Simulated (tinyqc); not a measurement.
CCSD on RHF in the sto-6g basis, for H6, spin multiplicity 1, step by step (part 1 of 2). Computed by tinyqc, a small Python program that keeps every step (integrals from PySCF). Settings: charge = 0, multiplicity = 1, basis = sto-6g, method = RHF, energy threshold = 1e-10, iteration cap = 60, orthogonalisation = symmetric, start = core, DIIS depth = 6, amplitude equations = CCSD, DIIS depth for amplitudes = 6, cap on updates = 51. Command: `OMP_NUM_THREADS=1 python tinyqc.py 20248 20249 out.jsonl` (the two numbers bound the seeds that draw the settings). One thread of a shared host (Intel(R) Xeon(R) Processor @ 2.60GHz), about 0.4 s of CPU time with the checks. The early iterations of the SCF are left out here.

## One-electron integrals

Geometry (angstrom):
```
atom         x         y         z
H     0.000000  0.000000  0.000000
H     0.000000  0.000000  0.768000
H     0.000000  0.000000  1.978000
H     0.000000  0.000000  2.746000
H     0.000000  0.000000  3.955000
H     0.000000  0.000000  4.723000
```

Basis sto-6g: exponents (1/bohr^2) and contraction coefficients of normalised primitives:
```
element  l (shell)   exponent  coefficient
H            s (1)  35.523221     0.009164
H            s (1)   6.513144     0.049361
H            s (1)   1.822143     0.168538
H            s (1)   0.625955     0.370563
H            s (1)   0.243077     0.416492
H            s (1)   0.100112     0.130334
```

Overlap, kinetic and nuclear-attraction integrals over the contracted functions; the nuclear repulsion is the sum of Za Zb / Rab.

nuclear repulsion = 4.94370083 hartree

overlap S, order 1H 1s, 2H 1s, 3H 1s, 4H 1s, 5H 1s, 6H 1s:
```
[[1.000000, 0.641464, 0.124193, 0.034097, 0.003557, 0.000722],
 [0.641464, 1.000000, 0.382419, 0.124193, 0.015436, 0.003557],
 [0.124193, 0.382419, 1.000000, 0.641464, 0.124391, 0.034157],
 [0.034097, 0.124193, 0.641464, 1.000000, 0.382918, 0.124391],
 [0.003557, 0.015436, 0.124391, 0.382918, 1.000000, 0.641464],
 [0.000722, 0.003557, 0.034157, 0.124391, 0.641464, 1.000000]]
```

kinetic energy T (hartree), order 1H 1s, 2H 1s, 3H 1s, 4H 1s, 5H 1s, 6H 1s:
```
[[0.768522, 0.218646, -0.011404, -0.007811, -0.001364, -0.000358],
 [0.218646, 0.768522, 0.052109, -0.011404, -0.004403, -0.001364],
 [-0.011404, 0.052109, 0.768522, 0.218646, -0.011394, -0.007820],
 [-0.007811, -0.011404, 0.218646, 0.768522, 0.052326, -0.011394],
 [-0.001364, -0.004403, -0.011394, 0.052326, 0.768522, 0.218646],
 [-0.000358, -0.001364, -0.007820, -0.011394, 0.218646, 0.768522]]
```

nuclear attraction V (hartree), order 1H 1s, 2H 1s, 3H 1s, 4H 1s, 5H 1s, 6H 1s:
```
[[-2.581777, -1.680693, -0.303955, -0.081854, -0.008113, -0.001594],
 [-1.680693, -2.874628, -1.000209, -0.317281, -0.036712, -0.008113],
 [-0.303955, -1.000209, -3.035085, -1.866300, -0.317854, -0.082013],
 [-0.081854, -0.317281, -1.866300, -3.035348, -1.001820, -0.304513],
 [-0.008113, -0.036712, -0.317854, -1.001820, -2.875096, -1.680889],
 [-0.001594, -0.008113, -0.082013, -0.304513, -1.680889, -2.581982]]
```

core Hamiltonian H = T + V (hartree), order 1H 1s, 2H 1s, 3H 1s, 4H 1s, 5H 1s, 6H 1s:
```
[[-1.813255, -1.462046, -0.315359, -0.089665, -0.009477, -0.001952],
 [-1.462046, -2.106105, -0.948100, -0.328685, -0.041114, -0.009477],
 [-0.315359, -0.948100, -2.266563, -1.647653, -0.329247, -0.089833],
 [-0.089665, -0.328685, -1.647653, -2.266826, -0.949494, -0.315907],
 [-0.009477, -0.041114, -0.329247, -0.949494, -2.106573, -1.462242],
 [-0.001952, -0.009477, -0.089833, -0.315907, -1.462242, -1.813460]]
```

## Two-electron integrals

Functions are numbered as in S; the eight-fold symmetry (ij|kl) = (ji|kl) = (kl|ij) leaves the list below.

Two-electron integrals (ij|kl) in chemists' order, unique and non-zero (hartree):
```
(11|11) 0.774999   (21|11) 0.428571   (21|21) 0.279102   (22|11) 0.559503
(22|21) 0.428571   (22|22) 0.774999   (31|11) 0.058096   (31|21) 0.041795
(31|22) 0.072513   (31|31) 0.007871   (32|11) 0.144694   (32|21) 0.115435
(32|22) 0.223430   (32|31) 0.025303   (32|32) 0.088859   (33|11) 0.266521
(33|21) 0.211202   (33|22) 0.415145   (33|31) 0.058096   (33|32) 0.223430
(33|33) 0.774999   (41|11) 0.013165   (41|21) 0.009586   (41|22) 0.016888
(41|31) 0.001948   (41|32) 0.006488   (41|33) 0.016888   (41|41) 0.000512
(42|11) 0.038652   (42|21) 0.030359   (42|22) 0.058096   (42|31) 0.007073
(42|32) 0.025303   (42|33) 0.072513   (42|41) 0.001948   (42|42) 0.007871
(43|11) 0.144288   (43|21) 0.110978   (43|22) 0.211202   (43|31) 0.030359
(43|32) 0.115435   (43|33) 0.428571   (43|41) 0.009586   (43|42) 0.041795
(43|43) 0.279102   (44|11) 0.192666   (44|21) 0.144288   (44|22) 0.266521
(44|31) 0.038652   (44|32) 0.144694   (44|33) 0.559503   (44|41) 0.013165
(44|42) 0.058096   (44|43) 0.428571   (44|44) 0.774999   (51|11) 0.001061
(51|21) 0.000781   (51|22) 0.001393   (51|31) 0.000168   (51|32) 0.000573
(51|33) 0.001613   (51|41) 0.000047   (51|42) 0.000184   (51|43) 0.001002
(51|44) 0.001524   (51|51) 4.71e-06   (52|11) 0.003764   (52|21) 0.002888
(52|22) 0.005411   (52|31) 0.000688   (52|32) 0.002457   (52|33) 0.007480
(52|41) 0.000200   (52|42) 0.000822   (52|43) 0.004780   (52|44) 0.007479
(52|51) 0.000021   (52|52) 0.000098   (53|11) 0.022695   (53|21) 0.016898
(53|22) 0.031001   (53|31) 0.004383   (53|32) 0.016139   (53|33) 0.058205
(53|41) 0.001424   (53|42) 0.006130   (53|43) 0.041872   (53|44) 0.072644
(53|51) 0.000169   (53|52) 0.000824   (53|53) 0.007898   (54|11) 0.060874
(54|21) 0.044329   (54|22) 0.079273   (54|31) 0.011134   (54|32) 0.040167
(54|33) 0.144924   (54|41) 0.003749   (54|42) 0.016134   (54|43) 0.115620
(54|44) 0.223790   (54|51) 0.000492   (54|52) 0.002460   (54|53) 0.025382
(54|54) 0.089113   (55|11) 0.133799   (55|21) 0.095277   (55|22) 0.166036
(55|31) 0.022663   (55|32) 0.079187   (55|33) 0.266653   (55|41) 0.007395
(55|42) 0.030960   (55|43) 0.211324   (55|44) 0.415419   (55|51) 0.001061
(55|52) 0.005411   (55|53) 0.058205   (55|54) 0.223790   (55|55) 0.774999
(61|11) 0.000182   (61|21) 0.000135   (61|22) 0.000244   (61|31) 0.000030
(61|32) 0.000105   (61|33) 0.000308   (61|41) 0.000009   (61|42) 0.000035
(61|43) 0.000197   (61|44) 0.000308   (61|51) 9.15e-07   (61|52) 4.18e-06
(61|53) 0.000035   (61|54) 0.000106   (61|55) 0.000244   (61|61) 1.82e-07
(62|11) 0.000754   (62|21) 0.000572   (62|22) 0.001061   (62|31) 0.000138
(62|32) 0.000491   (62|33) 0.001524   (62|41) 0.000041   (62|42) 0.000168
(62|43) 0.001002   (62|44) 0.001613   (62|51) 4.48e-06   (62|52) 0.000021
(62|53) 0.000185   (62|54) 0.000574   (62|55) 0.001393   (62|61) 9.15e-07
(62|62) 4.71e-06   (63|11) 0.005587   (63|21) 0.004102   (63|22) 0.007407
(63|31) 0.001035   (63|32) 0.003750   (63|33) 0.013191   (63|41) 0.000334
(63|42) 0.001424   (63|43) 0.009605   (63|44) 0.016921   (63|51) 0.000041
(63|52) 0.000201   (63|53) 0.001955   (63|54) 0.006509   (63|55) 0.016921
(63|61) 0.000009   (63|62) 0.000047   (63|63) 0.000514   (64|11) 0.017880
(64|21) 0.012865   (64|22) 0.022695   (64|31) 0.003139   (64|32) 0.011137
(64|33) 0.038723   (64|41) 0.001035   (64|42) 0.004383   (64|43) 0.030415
(64|44) 0.058205   (64|51) 0.000138   (64|52) 0.000689   (64|53) 0.007097
(64|54) 0.025382   (64|55) 0.072644   (64|61) 0.000030   (64|62) 0.000169
(64|63) 0.001955   (64|64) 0.007898   (65|11) 0.078355   (65|21) 0.055265
(65|22) 0.095277   (65|31) 0.012847   (65|32) 0.044279   (65|33) 0.144349
(65|41) 0.004095   (65|42) 0.016875   (65|43) 0.111033   (65|44) 0.211324
(65|51) 0.000572   (65|52) 0.002888   (65|53) 0.030415   (65|54) 0.115620
(65|55) 0.428571   (65|61) 0.000135   (65|62) 0.000781   (65|63) 0.009605
(65|64) 0.041872   (65|65) 0.279102   (66|11) 0.112043   (66|21) 0.078355
(66|22) 0.133799   (66|31) 0.017854   (66|32) 0.060805   (66|33) 0.192736
(66|41) 0.005578   (66|42) 0.022663   (66|43) 0.144349   (66|44) 0.266653
(66|51) 0.000754   (66|52) 0.003764   (66|53) 0.038723   (66|54) 0.144924
(66|55) 0.559503   (66|61) 0.000182   (66|62) 0.001061   (66|63) 0.013191
(66|64) 0.058205   (66|65) 0.428571   (66|66) 0.774999
```

## Orthogonalisation

S = U s U^T; symmetric (Loewdin) form X = U s^(-1/2) U^T, so that X^T S X = 1.

eigenvalues of S: [0.213080, 0.311943, 0.453201, 1.209601, 1.676097, 2.136079]

X, order 1H 1s, 2H 1s, 3H 1s, 4H 1s, 5H 1s, 6H 1s:
```
[[1.235852, -0.475161, 0.071420, -0.022633, 0.003738, -0.001172],
 [-0.475161, 1.328007, -0.298786, 0.075806, -0.011030, 0.003736],
 [0.071420, -0.298786, 1.339905, -0.507947, 0.075884, -0.022644],
 [-0.022633, 0.075806, -0.507947, 1.340172, -0.299246, 0.071504],
 [0.003738, -0.011030, 0.075884, -0.299246, 1.328298, -0.475238],
 [-0.001172, 0.003736, -0.022644, 0.071504, -0.475238, 1.235877]]
```

## Iteration 6 (converged): orbitals

converged F (hartree), order 1H 1s, 2H 1s, 3H 1s, 4H 1s, 5H 1s, 6H 1s:
```
[[-0.357089, -0.590556, -0.152521, -0.032271, -0.002632, -0.003681],
 [-0.590556, -0.408000, -0.315957, -0.152837, -0.020220, -0.002629],
 [-0.152521, -0.315957, -0.414359, -0.600412, -0.153087, -0.032329],
 [-0.032271, -0.152837, -0.600412, -0.414511, -0.316416, -0.152771],
 [-0.002632, -0.020220, -0.153087, -0.316416, -0.408167, -0.590581],
 [-0.003681, -0.002629, -0.032329, -0.152771, -0.590581, -0.357100]]
```

Diagonalise F' = X^T F X, C = X C', fill 3 alpha and 3 beta electrons from the bottom; D = 2 C_occ C_occ^T. Each column has its largest component positive (the first on a tie).

F' = X^T F X (hartree):
```
[[0.048750, -0.639822, 0.081223, -0.013499, 0.006042, -0.006457],
 [-0.639822, 0.111988, -0.327169, 0.086513, -0.012237, 0.006039],
 [0.081223, -0.327169, 0.125189, -0.677982, 0.086581, -0.013469],
 [-0.013499, 0.086513, -0.677982, 0.125362, -0.327667, 0.081295],
 [0.006042, -0.012237, 0.086581, -0.327667, 0.112182, -0.639896],
 [-0.006457, 0.006039, -0.013469, 0.081295, -0.639896, 0.048775]]
```

orbital energies (hartree): [-0.693538, -0.593069, -0.460540, 0.423671, 0.743524, 1.152198]

coefficients C, order 1H 1s, 2H 1s, 3H 1s, 4H 1s, 5H 1s, 6H 1s:
```
[[0.193595, 0.368929, -0.381022, -0.651364, -0.832127, -0.568560],
 [0.256288, 0.398107, -0.291429, 0.463827, 0.923851, 0.840711],
 [0.361785, 0.071979, 0.430442, 0.681108, -0.237283, -1.145617],
 [0.361994, -0.071635, 0.430292, -0.680913, -0.236435, 1.146353],
 [0.256954, -0.397438, -0.291780, -0.464017, 0.922831, -0.842391],
 [0.194076, -0.368288, -0.381445, 0.651735, -0.831185, 0.569609]]
```

D after iteration 6, order 1H 1s, 2H 1s, 3H 1s, 4H 1s, 5H 1s, 6H 1s:
```
[[0.637531, 0.615061, -0.134826, -0.240596, 0.028586, 0.094078],
 [0.615061, 0.618208, -0.008133, -0.122286, -0.014671, 0.028570],
 [-0.134826, -0.008133, 0.642700, 0.622047, -0.122479, -0.240970],
 [-0.240596, -0.122286, 0.622047, 0.642644, -0.008128, -0.134992],
 [0.028586, -0.014671, -0.122479, -0.008128, 0.618237, 0.615077],
 [0.094078, 0.028570, -0.240970, -0.134992, 0.615077, 0.637603]]
```

## Convergence

Stop when the energy changes by less than 1e-10 hartree and every element of the error matrix X^T (F D S - S D F) X is below 3e-06.

Course of the cycle:
```
iteration  E (hartree)     change  largest element of the error matrix
1          -3.03950368          -                             4.45e-01
2          -3.31601605  -2.77e-01                             2.51e-02
3          -3.31778009  -1.76e-03                             5.77e-03
4          -3.31785648  -7.64e-05                             1.59e-04
5          -3.31785653  -5.79e-08                             6.57e-06
6          -3.31785653  -9.99e-11                             2.51e-07
```

PySCF RHF in the same basis = -3.31785653 hartree

Converged in 6 iterations.

## Integrals over molecular orbitals

(pq|rs) = sum C_ip C_jq C_kr C_ls (ij|kl), one index at a time.

one-electron integrals over orbitals h = C^T H C (hartree):
```
[[-2.325738, 0.000060, -0.143621, 0.000237, -0.077326, 0.000049],
 [0.000060, -2.098865, -0.000152, -0.165910, -0.000150, -0.064916],
 [-0.143621, -0.000152, -2.089808, -0.000091, 0.150559, -0.000177],
 [0.000237, -0.165910, -0.000091, -1.627123, 0.000175, 0.156799],
 [-0.077326, -0.000150, 0.150559, 0.000175, -1.293368, 0.000031],
 [0.000049, -0.064916, -0.000177, 0.156799, 0.000031, -1.139814]]
```

Two-electron integrals over orbitals (pq|rs), unique and non-zero (hartree):
```
(11|11) 0.423627    (21|11) -0.000221   (21|21) 0.129914    (22|11) 0.336353
(22|21) 0.000291    (22|22) 0.399901    (31|11) 0.083153    (31|21) 0.000195
(31|22) -0.056999   (31|31) 0.131440    (32|11) 0.000274    (32|21) -0.127550
(32|22) -0.000366   (32|31) -0.000086   (32|32) 0.146232    (33|11) 0.398611
(33|21) -0.000108   (33|22) 0.354668    (33|31) 0.046915    (33|32) 0.000165
(33|33) 0.400384    (41|11) -0.000143   (41|21) 0.035727    (41|22) 0.000039
(41|31) -0.000020   (41|32) 0.002525    (41|33) -3.67e-06   (41|41) 0.080062
(42|11) 0.055932    (42|21) 0.000028    (42|22) -0.002975   (42|31) 0.049207
(42|32) 0.000043    (42|33) 0.016388    (42|41) -0.000018   (42|42) 0.069513
(43|11) -0.000056   (43|21) 0.060364    (43|22) 0.000129    (43|31) 0.000138
(43|32) -0.059974   (43|33) -0.000031   (43|41) 0.015185    (43|42) 0.000047
(43|43) 0.073504    (44|11) 0.395913    (44|21) -0.000056   (44|22) 0.353876
(44|31) 0.041690    (44|32) 0.000097    (44|33) 0.387147    (44|41) -0.000029
(44|42) 0.025642    (44|43) -0.000005   (44|44) 0.401908    (51|11) 0.008842
(51|21) -0.000038   (51|22) 0.026659    (51|31) -0.022278   (51|32) -0.000005
(51|33) -0.008914   (51|41) -0.000096   (51|42) 0.038743    (51|43) 0.000010
(51|44) 0.001819    (51|51) 0.047364    (52|11) -0.000008   (52|21) 0.021264
(52|22) 0.000071    (52|31) -3.00e-07   (52|32) 0.004440    (52|33) 0.000015
(52|41) 0.055312    (52|42) 0.000140    (52|43) -0.037461   (52|44) 0.000016
(52|51) 0.000047    (52|52) 0.087039    (53|11) -0.065020   (53|21) -0.000031
(53|22) -0.003279   (53|31) -0.054258   (53|32) -0.000027   (53|33) -0.031799
(53|41) 0.000036    (53|42) -0.065835   (53|43) -0.000072   (53|44) -0.026720
(53|51) -0.032955   (53|52) -0.000098   (53|53) 0.071002    (54|11) -0.000286
(54|21) 0.128186    (54|22) 0.000353    (54|31) 0.000081    (54|32) -0.139676
(54|33) -0.000168   (54|41) 0.007435    (54|42) -0.000035   (54|43) 0.061557
(54|44) -0.000109   (54|51) 2.93e-06    (54|52) -0.001260   (54|53) 0.000027
(54|54) 0.150906    (55|11) 0.351714    (55|21) 0.000183    (55|22) 0.402872
(55|31) -0.045324   (55|32) -0.000241   (55|33) 0.366562    (55|41) 0.000021
(55|42) 0.002787    (55|43) 0.000086    (55|44) 0.375872    (55|51) 0.027035
(55|52) 0.000064    (55|53) -0.006902   (55|54) 0.000250    (55|55) 0.428225
(61|11) 0.000014    (61|21) -0.001998   (61|22) -0.000040   (61|31) 0.000064
(61|32) -0.013218   (61|33) -2.82e-06   (61|41) -0.028886   (61|42) -0.000048
(61|43) -0.049578   (61|44) 2.16e-06    (61|51) -0.000057   (61|52) 0.029914
(61|53) 0.000059    (61|54) 0.009920    (61|55) -0.000046   (61|61) 0.065232
(62|11) 0.015307    (62|21) -0.000021   (62|22) 0.032661    (62|31) -0.019843
(62|32) -0.000011   (62|33) 0.003334    (62|41) -0.000064   (62|42) 0.035193
(62|43) -1.88e-06   (62|44) 0.001630    (62|51) 0.043132    (62|52) 0.000083
(62|53) -0.036984   (62|54) 0.000009    (62|55) 0.031763    (62|61) -0.000045
(62|62) 0.045502    (63|11) 0.000146    (63|21) -0.040271   (63|22) -0.000042
(63|31) -1.27e-06   (63|32) 0.007027    (63|33) 0.000023    (63|41) -0.076705
(63|42) 0.000008    (63|43) -0.018451   (63|44) 0.000018    (63|51) 0.000091
(63|52) -0.055075   (63|53) -0.000033   (63|54) -0.007137   (63|55) -0.000023
(63|61) 0.029033    (63|62) 0.000070    (63|63) 0.082895    (64|11) -0.084926
(64|21) -0.000134   (64|22) 0.048833    (64|31) -0.125129   (64|32) 0.000025
(64|33) -0.048378   (64|41) 0.000027    (64|42) -0.051114   (64|43) -0.000113
(64|44) -0.047087   (64|51) 0.018879    (64|52) 2.94e-08    (64|53) 0.054583
(64|54) -0.000027   (64|55) 0.048835    (64|61) -0.000057   (64|62) 0.018782
(64|63) -0.000011   (64|64) 0.135056    (65|11) -0.000218   (65|21) 0.131779
(65|22) 0.000303    (65|31) 0.000198    (65|32) -0.131068   (65|33) -0.000104
(65|41) 0.036727    (65|42) 0.000028    (65|43) 0.063659    (65|44) -0.000052
(65|51) -0.000041   (65|52) 0.022166    (65|53) -0.000035   (65|54) 0.137973
(65|55) 0.000207    (65|61) -0.003158   (65|62) -0.000023   (65|63) -0.044667
(65|64) -0.000153   (65|65) 0.148112    (66|11) 0.453723    (66|21) -0.000177
(66|22) 0.359327    (66|31) 0.091570    (66|32) 0.000241    (66|33) 0.429770
(66|41) -0.000139   (66|42) 0.062868    (66|43) -0.000033   (66|44) 0.434834
(66|51) 0.010149    (66|52) 3.92e-06    (66|53) -0.074426   (66|54) -0.000262
(66|55) 0.386694    (66|61) 0.000015    (66|62) 0.018056    (66|63) 0.000149
(66|64) -0.100569   (66|65) -0.000189   (66|66) 0.514917
```

## CCSD: starting amplitudes

t_ij^ab = <ij||ab> / (e_i + e_j - e_a - e_b), whose energy is MP2.

Starting amplitudes (spin orbitals 1a, 1b, ...; amplitudes related by a flip of all spins are not repeated; the 24 largest):
```
from      to          t
3a 3b  4a 4b  -0.041565
1a 1b  4a 4b  -0.035831
2a 2b  4a 4b  -0.034184
2a 2b  5a 5b  -0.032560
2a 3b  4a 5b   0.029645
3a 3b  5a 5b  -0.029484
1a 3b  4a 6b   0.028098
3a 3b  6a 6b  -0.025700
1a 2b  4a 5b  -0.022541
2a 3b  5a 6b   0.018674
1a 3b  4b 6a  -0.018161
1a 1b  6a 6b  -0.017671
2a 3b  4b 5a  -0.016868
1a 1b  5a 5b  -0.016479
1a 2b  4b 5a   0.015789
1a 2b  5a 6b  -0.013554
2a 2b  6a 6b  -0.013036
2a 3a  4a 5a   0.012776
2a 2b  4a 6b  -0.012742
2a 3b  5b 6a  -0.012540
1a 3b  5a 5b   0.012478
1a 3a  4a 6a   0.009937
1a 1b  4a 6b   0.009749
1a 2b  5b 6a   0.009400
```

correlation energy = -0.04268855 hartree

## CCSD: amplitude update 1

t_i^a D_i^a and t_ij^ab D_ij^ab are set to the remaining terms of the spin-orbital equations, evaluated with the old amplitudes; for the doubles these are <ij||ab> + 1/2 <ab||ef> t_ij^ef + 1/2 <mn||ij> t_mn^ab + P(ij)P(ab) <mb||ej> t_im^ae + terms in t^2 + terms with t1, D the orbital-energy denominators.

Amplitudes after update 1 (spin orbitals 1a, 1b, ...; amplitudes related by a flip of all spins are not repeated; the 24 largest):
```
from      to          t
3a 3b  4a 4b  -0.058876
1a 1b  4a 4b  -0.044765
2a 2b  4a 4b  -0.043696
2a 2b  5a 5b  -0.043680
2a 3b  4a 5b   0.040873
1a 3b  4a 6b   0.038511
3a 3b  5a 5b  -0.036457
3a 3b  6a 6b  -0.030202
1a 2b  4a 5b  -0.029137
1a 3b  4b 6a  -0.026670
2a 3b  4b 5a  -0.025964
2a 3b  5a 6b   0.023286
1a 1b  6a 6b  -0.022884
1a 2b  4b 5a   0.021337
1a 1b  5a 5b  -0.020350
2a 2b  4a 6b  -0.019033
1a 3b  5a 5b   0.018860
1a 2b  5a 6b  -0.018337
2a 3b  5b 6a  -0.016353
2a 2b  6a 6b  -0.015484
2a 3a  4a 5a   0.014909
1a 2b  5b 6a   0.013262
1a 1b  4a 6b   0.012981
1a 3a  4a 6a   0.011841
```

correlation energy = -0.05667433 hartree

## CCSD: amplitude update 2

As before.

Amplitudes after update 2 (spin orbitals 1a, 1b, ...; amplitudes related by a flip of all spins are not repeated; the 24 largest):
```
from      to          t
3a 3b  4a 4b  -0.067148
2a 2b  5a 5b  -0.047782
1a 1b  4a 4b  -0.047378
2a 2b  4a 4b  -0.047148
2a 3b  4a 5b   0.044970
1a 3b  4a 6b   0.041862
3a 3b  5a 5b  -0.038775
3a 3b  6a 6b  -0.031224
1a 2b  4a 5b  -0.031011
2a 3b  4b 5a  -0.029787
1a 3b  4b 6a  -0.029549
1a 1b  6a 6b  -0.025041
2a 3b  5a 6b   0.024430
1a 2b  4b 5a   0.023023
1a 1b  5a 5b  -0.021885
2a 2b  4a 6b  -0.021089
1a 3b  5a 5b   0.020965
1a 2b  5a 6b  -0.020121
2a 3b  5b 6a  -0.017379
2a 2b  6a 6b  -0.016397
2a 3a  4a 5a   0.015183
1a 2b  5b 6a   0.014803
1a 1b  4a 6b   0.013970
1a 3a  4a 6a   0.012312
```

correlation energy = -0.06149986 hartree

## CCSD: amplitude update 3

t_i^a D_i^a and t_ij^ab D_ij^ab are set to the remaining terms of the spin-orbital equations, evaluated with the old amplitudes; for the doubles these are <ij||ab> + 1/2 <ab||ef> t_ij^ef + 1/2 <mn||ij> t_mn^ab + P(ij)P(ab) <mb||ej> t_im^ae + terms in t^2 + terms with t1, D the orbital-energy denominators. DIIS then mixes the stored amplitudes.

DIIS coefficients: [-0.589911, 1.589911]

Amplitudes after update 3 (spin orbitals 1a, 1b, ...; amplitudes related by a flip of all spins are not repeated; the 24 largest):
```
from      to          t
3a 3b  4a 4b  -0.072855
2a 2b  5a 5b  -0.050136
2a 2b  4a 4b  -0.048891
1a 1b  4a 4b  -0.048254
2a 3b  4a 5b   0.047517
1a 3b  4a 6b   0.043820
3a 3b  5a 5b  -0.039827
2a 3b  4b 5a  -0.032304
1a 2b  4a 5b  -0.031896
3a 3b  6a 6b  -0.031387
1a 3b  4b 6a  -0.031191
1a 1b  6a 6b  -0.026355
2a 3b  5a 6b   0.024911
1a 2b  4b 5a   0.023819
1a 1b  5a 5b  -0.022680
2a 2b  4a 6b  -0.022214
1a 3b  5a 5b   0.022117
1a 2b  5a 6b  -0.021252
2a 3b  5b 6a  -0.017813
2a 2b  6a 6b  -0.016806
1a 2b  5b 6a   0.015792
2a 3a  4a 5a   0.015213
1a 1b  4a 6b   0.014477
1a 3a  4a 6a   0.012629
```

correlation energy = -0.06419885 hartree
